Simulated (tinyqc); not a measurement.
What each parameter does: five-level k.p model folded onto the conduction band.

Second-order sums for the lowest conduction level at E: 1/m = 1 + Cm + (Ep/3)(2/E + 1/(E + Dso)) - (Ep2/3)(2/(E7 + D2 - E) + 1/(E7 - E)); g/2 = 1 + Cg - (Ep/3)(1/E - 1/(E + Dso)) - (Ep2/3)(1/(E7 - E) - 1/(E7 + D2 - E)). E is counted from the top of the valence band; E = Eg at the edge.

Parameters, chosen for this exercise (near those of InAs; not measured data): Eg = 0.416 eV (gap at Gamma to the s-like level); Dso = 0.401 eV (spin-orbit splitting); Ep = 22.1 eV (Kane energy); E7 = 4.42 eV (upper Gamma7 conduction level, from the valence top); D2 = 0.15 eV (its spin-orbit splitting, Gamma8 above Gamma7); Ep2 = 2.8 eV (Kane energy to the upper levels); Cm = 0 (remote term in 1/m); Cg = -0.02 (remote term in g/2).

Mass and g at E = Eg.

One parameter was then changed.

Results before and after:
```
case      m (m0)         g
base     0.02235  -15.4400
changed  0.02256  -16.2817
```

Which of these changes was made? (a) Dso = 0.441 eV; (b) E7 = 3.978 eV; (c) Ep = 24.31 eV; (d) Ep2 = 3.08 eV; (e) D2 = 0.135 eV; (f) Eg = 0.458 eV.

Answer: (a) Dso = 0.441 eV. Of the candidates, run in turn, only this one gives the changed row.

All candidates:
```
case             m (m0)         g
base            0.02235  -15.4400
Eg = 0.458 eV   0.02436  -13.0743
Dso = 0.441 eV  0.02256  -16.2817
Ep = 24.31 eV   0.02033  -17.1784
E7 = 3.978 eV   0.02239  -15.4444
D2 = 0.135 eV   0.02235  -15.4384
Ep2 = 3.08 eV   0.02238  -15.4417
```

tinyqc: `OMP_NUM_THREADS=1 python tinyqc.py 1051272 1051273 out.jsonl`; about 0.01 s, one thread, shared Intel(R) Xeon(R) Processor @ 2.30GHz.
